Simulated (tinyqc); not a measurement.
# Hexagonal on-chip spiral inductor, lumped pi model, step by step

Computed by the program tinyqc: `OMP_NUM_THREADS=1 python tinyqc.py 2302065 2302066 out.jsonl`, one thread of a shared Intel Xeon 2.30GHz, about 0.01 s for the whole run. Printed values are rounded.

Outer diameter do = di + 2 n wd + 2 (n - 1) sp, mean da = (do + di)/2, fill p = (do - di)/(do + di), length l = 3.464 n da. L = 2.33 mu0 n^2 da/(1 + 3.82 p), mu0 = 4 pi 1e-7 H/m. Rs = rho l/(wd delta (1 - exp(-th/delta))), delta = sqrt(rho/(pi f mu0)). Cs = n wd^2 eps0 eo/hu across the coil. At each end Cox = l wd eps0 eo/(2 ho) leads to the substrate branch Rsi = 2 rs he/(l wd) in parallel with Csi = l wd eps0 11.7/(2 he). With one end grounded Y = 1/(Rs + i w L) + i w Cs + 1/[1/(i w Cox) + 1/(1/Rsi + i w Csi)], w = 2 pi f; Q = -Im Y/Re Y. Eddy currents in neighbouring turns and in the substrate are left out.

Values chosen for this exercise; values of the order met in silicon radio-frequency processes:
```
symbol,value,unit,meaning
n,5.5,,number of turns
wd,15,um,line width
sp,2,um,space between turns
di,40,um,inner diameter
th,2,um,metal thickness
rho,3,uohm cm,metal resistivity
ho,8.6,um,oxide below the coil
hu,1.1,um,oxide between coil and underpass
eo,4.1,,relative permittivity of the oxide
rs,1,ohm cm,substrate resistivity
he,80,um,effective spreading depth in the substrate
f,3.1,GHz,frequency
```

Constants: eps0 = 8.8541878128e-12 F/m. Results are converted to the units shown.

## Geometry and model elements

do, l, L, delta, Rs, Cs, Cox, Rsi and Csi as defined.

do = 223 um
l = 2505.34 um
L = 3.18398 nH
delta = 1.56567 um
Rs = 4.43727 ohm
Cs = 40.8399 fF
Cox = 79.3162 fF
Rsi = 42.5758 ohm
Csi = 24.3317 fF

Rs is 1.77 times the direct-current value in this empirical form, which overstates the skin effect of a flat slab when delta is near th and so stands in for some current crowding.

## Admittance, quality factor and apparent inductance

Series branch 1/(Rs + i w L), substrate branch, total Y, Q = -Im Y/Re Y, apparent inductance Im(1/Y)/w, metal-only value w L/Rs, share of the loss in the substrate Re(substrate branch)/Re Y.

series branch = 1.1478-16.0424i mS
substrate branch = 0.10087+1.53624i mS
Y = 1.2487-13.7107i mS
Q = 10.9801
apparent inductance = 3.71373 nH
w L/Rs = 13.9764
share of the loss in the substrate = 8.07824 %

Q is 78.6 % of the metal-only value.
